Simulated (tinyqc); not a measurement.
Ballistic conductance of a hard-wall strip of a two-dimensional electron gas by counting modes: two steps of the calculation.

Subband edges E_n = C (n pi/W)^2/m, n = 1, 2, ...; C = hbar^2/(2 m0). Every mode transmits fully; spin gives the factor 2 in 2 q^2/h, valleys the factor gv.

Inputs (values chosen for the exercise): temperature T = 4 K; mass m = 0.023 m0; valleys gv = 1; Fermi energy above the 2D band edge Ef = 0.053 eV; width W = 70 nm; highest subband edge listed Et = 0.0663 eV.

Constants: q = 1.602176634e-19 C, kB = 1.380649e-23 J/K, hbar = 1.054571817e-34 J s, h = 6.62607015e-34 J s, m0 = 9.1093837015e-31 kg, Vt = kB T/q, hbar^2/(2 m0) = 0.0380998212 eV nm^2. Results are converted to the units shown.

Question 1. Subband edges and their occupation. List the edges below Et; each adds its degeneracy times f = 1/(1 + exp((E_n - Ef)/Vt)) to the thermal mode count.

Give: edge; degeneracy; f.

Answer 1.

```
mode  edge (eV)  degeneracy      f
1       0.00334           1  1.000
2       0.01335           1  1.000
3       0.03003           1  1.000
4       0.05338           1  0.247
```

Question 2. Conductance and ballistic resistance. G = (2 q^2/h) gv M; at zero temperature M counts the edges below Ef, at T it is the sum of degeneracy times f. The smooth (Sharvin) count is kF W/pi, kF = sqrt(m Ef/C), and with the boundary term kF W/pi - 1/2. The sum runs over the edges listed.

```
mode    edge (eV)  degeneracy          f
1     0.003336559           1  1.0000000
2     0.013346235           1  1.0000000
3     0.030029028           1  1.0000000
4     0.053384939           1  0.2466133
```

Wanted: M at zero temperature; M at T; G; resistance 1/G; smooth count.

Answer 2.

M at zero temperature = 3
M at T = 3.247
G = 251.6 uS
resistance 1/G = 3.975 kohm
smooth count = 3.986

The smooth count is 23 % above M at T. With the boundary term it is 3.49.

Numbers from tinyqc (`OMP_NUM_THREADS=1 python tinyqc.py 2740113 2740114 out.jsonl`; about 0.07 s on one thread of a shared Intel Xeon 2.30GHz).
